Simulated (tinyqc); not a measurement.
Random telegraph noise from one oxide trap in a small MOSFET: one step of the calculation.

An acceptor-like trap exchanges electrons with the channel. Inversion charge Q = Cox u, u = n Vt W0(exp((Vg - VT)/(n Vt))), W0 the Lambert function, n = nf, Cox = eps0 eox/tox; linear regime Id = (W/L) mu Q Vd. Relative to threshold the surface potential rises by Vt ln(u/u0) and the oxide voltage by the rest of Vg - VT, with u0 = n Vt W0(1).

Task. Trap level, time constants and occupancy. N = Cox u/q; dpsi = Vt ln(u/u0); E = E0 - dpsi - (xt/tox)(Vg - VT - dpsi); capture time tc = 1/[(N/zi) vth s0 exp(-xt/lt - EB/Vt)]; emission time te = tc exp(-E/Vt); occupancy te/(tc + te).

Values chosen for this exercise; values of the order met in silicon transistors:
```
symbol,value,unit,meaning
T,300,K,temperature
eox,3.9,,relative permittivity of the gate insulator (close to silicon dioxide)
tox,3.9,nm,insulator thickness
xt,1.8,nm,depth of the trap from the channel interface
E0,0.13,eV,trap level above the channel Fermi level at threshold
s0,4e-15,cm^2,capture prefactor
EB,0.3,eV,capture barrier (lattice relaxation)
lt,0.19,nm,tunnelling decay length
vth,1.3e7,cm/s,thermal velocity
zi,2.7,nm,thickness of the inversion layer
VT,0.53,V,threshold voltage
nf,1.2,,body factor
Vg,0.72,V,gate voltage
```

Constants: q = 1.602176634e-19 C, kB = 1.380649e-23 J/K, Vt = kB T/q, eps0 = 8.8541878128e-14 F/cm where lengths are in cm. Results are converted to the units shown.

Give: u; N; dpsi; E; tc; te; occupancy.

Result.

u = 0.1427 V
N = 7.884e11 cm^-2
dpsi = 0.05411 V
E = 0.01317 eV
tc = 0.009392 s
te = 0.005642 s
occupancy = 0.3753

The trap lies 0.51 Vt above the Fermi level, so it is empty most of the time.

Range of the model: VT is taken as given; short-channel effects and the uneven flow of current among few electrons are left out.

tinyqc, about 0.01 s, one thread, Intel Xeon 2.30GHz (shared host): `OMP_NUM_THREADS=1 python tinyqc.py 2710061 2710062 out.jsonl`
